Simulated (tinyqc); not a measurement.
Exchange-split free-electron bands and tunnelling magnetoresistance: sweeps and comparisons. A value that a table varies takes the place of the one given here.

Majority and minority bands E = c k^2/m -/+ Dx/2, c = hbar^2/2m0, so k_up = sqrt(m (EF + Dx/2)/c), k_dn = sqrt(m (EF - Dx/2)/c); n_s = k_s^3/(6 pi^2), D_s = m k_s/(4 pi^2 c).

Barrier: kappa = sqrt(mb phi/c), c = hbar^2/2m0. With a = k1/m, b = k2/m, w = kappa/mb, the transmission at normal incidence is T(k1, k2) = 4 a b w^2/[w^2 (a + b)^2 + (w^2 + a^2)(w^2 + b^2) sinh^2(kappa d)]. Parallel: G_P = T(up, up) + T(dn, dn); antiparallel: G_AP = 2 T(up, dn); TMR = (G_P - G_AP)/G_AP. Julliere: TMR = 2 P^2/(1 - P^2). Slonczewski factor: P_eff = P_k (w^2 - a_up a_dn)/(w^2 + a_up a_dn), P_k = (k_up - k_dn)/(k_up + k_dn).

Constants: hbar^2/2m0 = 3.80998211 eV angstrom^2.

Values chosen for the exercise:
- EF = 3.18 eV (Fermi energy above the mean band bottom)
- Dx = 2.75 eV (exchange splitting)
- m = 1.08 m0 (mass in the electrodes)
- mb = 0.59 m0 (mass in the barrier)
- d = 9.4 angstrom (barrier thickness)
- phi = 1.53 eV (barrier height above EF)

## Barrier height

Results:

| phi (eV) | w (1/angstrom) | P_eff | TMR (%) | G_P |
|---|---|---|---|---|
| 0.20 | 0.298 | -0.1759 | 5.61 | 0.123 |
| 0.40 | 0.422 | -0.1349 | 3.58 | 0.0479 |
| 0.70 | 0.558 | -0.0869 | 1.53 | 0.0135 |
| 1.0 | 0.667 | -0.0502 | 0.51 | 0.00445 |
| 1.5 | 0.817 | -0.0049 | 0.01 | 0.000880 |
| 2.0 | 0.943 | 0.0276 | 0.15 | 0.000214 |
| 3.0 | 1.155 | 0.0714 | 1.02 | 1.89e-05 |
| 4.0 | 1.334 | 0.0994 | 2.00 | 2.37e-06 |
| 6.0 | 1.634 | 0.1332 | 3.61 | 7.09e-08 |
| 10 | 2.109 | 0.1658 | 5.65 | 2.67e-10 |

P_eff vanishes where w^2 = a_up a_dn, at phi = 1.57 eV, inside the table; the lowest TMR listed is 0.01 % at 1.5 eV. TMR is 5.6 % at the lowest barrier and 5.7 % at the highest, against 10.9 % for Julliere with P_k; P_eff tends to +P_k for very high barriers and to -P_k for very low ones. G_P falls by 8.7 decades.

## Barrier thickness

Results:

| d (angstrom) | kappa d | G_P | G_AP | TMR (%) |
|---|---|---|---|---|
| 1 | 0.487 | 1.57 | 1.51 | 4.29 |
| 2 | 0.974 | 0.848 | 0.829 | 2.31 |
| 3 | 1.460 | 0.372 | 0.368 | 1.01 |
| 4 | 1.947 | 0.149 | 0.148 | 0.41 |
| 6 | 2.921 | 0.0219 | 0.0219 | 0.06 |
| 8 | 3.894 | 0.00314 | 0.00314 | 0.01 |
| 10 | 4.868 | 0.000449 | 0.000449 | 0.00 |
| 13 | 6.328 | 2.42e-05 | 2.42e-05 | 0.00 |
| 16 | 7.788 | 1.30e-06 | 1.30e-06 | 0.00 |
| 20 | 9.735 | 2.66e-08 | 2.66e-08 | 0.00 |

For thick barriers each angstrom costs a factor exp(2 kappa) = 2.65 in both conductances, and TMR settles at 0.00 % (the interface factor, which vanishes at (kappa/mb)^2 = k_up k_dn/m^2, reduces it below the value from the polarisation of k alone); it is within 0.1 point of that from d = 6 angstrom on. At 1 angstrom it is 4.29 %, where the barrier is thin and the mismatch of k_up and k_dn starts to rule, as it does fully for d -> 0.

## Exchange splitting

Dx takes the listed multiples of 2 EF.

Results:

| Dx/(2 EF) | k_up | k_dn | P_k | P_eff | TMR (%) |
|---|---|---|---|---|---|
| 0.10 | 0.9958 | 0.9007 | 0.0501 | -0.0031 | 0.00 |
| 0.20 | 1.0401 | 0.8492 | 0.1010 | -0.0054 | 0.01 |
| 0.35 | 1.1031 | 0.7655 | 0.1807 | -0.0056 | 0.01 |
| 0.50 | 1.1628 | 0.6713 | 0.2679 | 0.0023 | 0.00 |
| 0.65 | 1.2196 | 0.5617 | 0.3693 | 0.0272 | 0.15 |
| 0.80 | 1.2738 | 0.4246 | 0.5000 | 0.0948 | 1.82 |
| 0.90 | 1.3087 | 0.3002 | 0.6268 | 0.2118 | 9.40 |
| 0.97 | 1.3326 | 0.1644 | 0.7803 | 0.4427 | 48.76 |

P_k rises from 0.050 to 0.780, and TMR goes from 0.00 % to 48.8 %, not steadily: its largest value is 48.76 % at 0.97 and its smallest 0.00 % at 0.1; P_eff changes sign along the table. At Dx = 2 EF the minority band is empty (a half metal) and G_AP vanishes.

## What moves the magnetoresistance

All results formed anew. Each row changes one parameter from the base and keeps the others.

Results:

| case | P_k | P_eff | TMR (%) | G_P |
|---|---|---|---|---|
| base | 0.2274 | -0.0027 | 0.00 | 0.000805 |
| Dx = 2.888 eV | 0.2401 | -0.0014 | 0.00 | 0.000800 |
| EF = 3.498 eV | 0.2048 | -0.0141 | 0.04 | 0.000810 |
| phi = 1.989 eV | 0.2274 | 0.0270 | 0.15 | 0.000221 |
| mb = 0.472 m0 | 0.2274 | 0.0226 | 0.11 | 0.00210 |
| d = 11.4 angstrom | 0.2274 | -0.0027 | 0.00 | 0.000115 |
| m = 1.296 m0 | 0.2274 | 0.0180 | 0.07 | 0.000801 |

The largest shifts from the base row, up to three for each result and ties (the steps differ in size, so this ranks the rows, not the parameters). P_k: EF -0.0226, Dx +0.0128; unchanged at the printed digits by phi, mb, d and m. P_eff: phi +0.0297, mb +0.0253, m +0.0207; unchanged at the printed digits by d. TMR (%): phi +0.14, mb +0.10, m +0.06; unchanged at the printed digits by Dx and d. G_P: mb +0.00129, d -0.000690, phi -0.000584.

Run: tinyqc, `OMP_NUM_THREADS=1 python tinyqc.py 1652643 1652644 out.jsonl`; Intel(R) Xeon(R) Processor @ 2.30GHz, one thread, shared host; about 0.01 s of CPU time with all checks.
